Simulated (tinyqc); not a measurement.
# Trap density from the barrier height

Inverse problem. In a partly depleted grain with all boundary traps filled, 2 N W = Qt and VB = q N W^2/(2 eps0 eps_r). Find Qt, W and the doping at which VB would equal Vt.

Values chosen for this exercise:
```
symbol  value  unit                meaning
T         300     K            temperature
eps_r    11.7        relative permittivity
```

Constants: q = 1.602176634e-19 C, kB = 1.380649e-23 J/K, Vt = kB T/q, eps0 = 8.8541878128e-14 F/cm where lengths are in cm. Results are converted to the units shown.

doping = 7e17 cm^-3
barrier height = 0.14609772 V

Solution. Eliminating W gives VB = q Qt^2/(8 eps0 eps_r N), which falls as 1/N.

Qt = 2.30e12 cm^-2
W = 16.4 nm
doping for VB = Vt = 3.96e18 cm^-3

Numbers from tinyqc (`OMP_NUM_THREADS=1 python tinyqc.py 2830211 2830212 out.jsonl`; about 0.01 s on one thread of a shared Intel Xeon 2.30GHz).
